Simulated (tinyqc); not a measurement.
Worked calculation: RHF in the 3-21g basis, for He, spin multiplicity 1. One step of it, computed by the program tinyqc.

Problem. Iteration 1: building the Fock matrix. J_ij = sum D_kl (ij|kl), K_ij = sum D_kl (ik|jl); F = H + J - 0.5 K; E = tr D H + tr D J / 2 - 0.25 tr D K + E_nn.

D at the start, order 1He 1s, 1He 2s:
```
[[0.761416, 0.618462],
 [0.618462, 0.502347]]
```

core Hamiltonian H = T + V (hartree), order 1He 1s, 1He 2s:
```
[[-1.573565, -1.656343],
 [-1.656343, -1.400640]]
```

Two-electron integrals (ij|kl) in chemists' order, unique and non-zero (hartree):
```
(11|11) 1.803255   (21|11) 0.876507   (21|21) 0.452077   (22|11) 0.917008
(22|21) 0.514678   (22|22) 0.698314
```

nuclear repulsion = 0 hartree

Give: Coulomb J; exchange K; Fock matrix F; total energy of this density.

Solution.

Coulomb J (hartree), order 1He 1s, 1He 2s:
```
[[2.9179, 1.4851],
 [1.4851, 1.6856]]
```

exchange K (hartree), order 1He 1s, 1He 2s:
```
[[2.6843, 1.7727],
 [1.7727, 1.3316]]
```

Fock matrix F (hartree), order 1He 1s, 1He 2s:
```
[[0.0021, -1.0576],
 [-1.0576, -0.3808]]
```

total energy of this density = -2.724150 hartree
